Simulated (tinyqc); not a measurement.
# A barrier in a uniform field, exact transmission by Airy functions: effects of single changes

The left lead has its band edge at 0, the barrier edge falls as U(x) = U0 - F x with F = V/d for 0 < x < d, and the right lead has its edge at -V. No transverse momentum; C = hbar^2/(2 m0); psi and psi'/m are continuous. M carries (psi, psi'/m) across the barrier.

Inputs (values chosen for the exercise); masses and offsets of a made-up heterostructure: mass in the left lead mL = 0.18 m0; barrier edge at x = 0 U0 = 0.7 eV; mass in the barrier m1 = 0.26 m0; electron energy E = 0.252 eV; barrier width d = 3 nm; voltage across the barrier V = 1.1 V; mass in the right lead mR = 0.18 m0.

Constants: q = 1.602176634e-19 C, hbar = 1.054571817e-34 J s, m0 = 9.1093837015e-31 kg, hbar^2/(2 m0) = 0.0380998212 eV nm^2. Results are converted to the units shown.

Each table varies one quantity; the others keep the values above.

## Exact and WKB transmission against energy

Energy scale e = (C F^2/m1)^(1/3), z(x) = (U(x) - E)/e, s = (dz/dx)/m1 = -F/(e m1); v = k/m in a lead. With a = Ai, a' = Ai', b = Bi, b' = Bi' at z1 (left edge) and z2 (right edge): M11 = pi (a2 b1' - b2 a1'), M12 = (pi/s)(b2 a1 - a2 b1), M21 = pi s (a2' b1' - b2' a1'), M22 = pi (b2' a1 - a2' b1). With M acting on (psi, psi'/m) and v = k/m in each lead, T(E) = 4 vL vR/[(vL vR M12 - M21)^2 + (vR M11 + vL M22)^2]. WKB: exp(-S), S = (4/(3 F)) sqrt(m1/C) [max(U0 - E, 0)^1.5 - max(U0 - F d - E, 0)^1.5].

Results:
```
E (eV)	T(E), exact	exp(-S)	ratio
0.035	0.004066	0.005791	0.7022
0.117	0.02527	0.01457	1.734
0.198	0.1049	0.03409	3.076
0.362	0.2401	0.1546	1.553
0.443	0.2801	0.2901	0.9657
0.525	0.3717	0.4989	0.7451
0.607	0.5338	0.7638	0.6989
0.688	0.7447	0.9876	0.7540
0.77	0.9033	1.000	0.9033
```

Estimate the missing row, E = 0.28 eV.

Computed row:
```
E (eV)	T(E), exact	exp(-S)	ratio
0.28	0.2095	0.07535	2.780
```

With this row back in the table: The exact T(E) rises from 0.00407 to 0.903, and the ratio to WKB moves up and down between 0.699 and 3.08. Above U0 = 0.7 eV WKB gives 1, while the exact value is 0.903: reflection over the barrier.

## Exact and WKB transmission against voltage

Same model as above.

Exact and WKB transmission against voltage:
```
V (V)	z2	T(E), exact	exp(-S)	ratio
0.134	4.731	2.446e-4	6.364e-5	3.843
0.243	2.077	4.650e-4	1.360e-4	3.419
0.351	0.7691	8.948e-4	3.264e-4	2.742
0.459	-0.07294	0.001784	0.001085	1.644
0.567	-0.6854	0.003743	0.003981	0.9400
0.676	-1.168	0.008486	0.009706	0.8743
0.784	-1.559	0.02082	0.01838	1.133
0.892	-1.890	0.05472	0.02982	1.835
1.001	-2.180	0.1297	0.04371	2.968
1.109	-2.434	0.1844	0.05929	3.111
1.217	-2.662	0.1722	0.07618	2.260
1.325	-2.868	0.1546	0.09397	1.645
1.434	-3.059	0.1518	0.1125	1.350
```

The exact T(E) goes from 2.45e-4 through a maximum of 0.184 (at V = 1.109 V among the rows listed) to 0.152. The ratio to WKB lies between 0.874 and 3.84. For V above U0 - E = 0.448 V (z2 < 0) the ratio turns 2 time(s) among the rows: the wave runs freely over the last part of the barrier and is partly reflected at x = d, and the two waves interfere.

Range of the model: Masses are held fixed, although real bands cease to be parabolic a few tenths of an eV from their edges.

Numbers from tinyqc (`OMP_NUM_THREADS=1 python tinyqc.py 2580040 2580041 out.jsonl`; about 0.01 s on one thread of a shared Intel Xeon 2.30GHz).
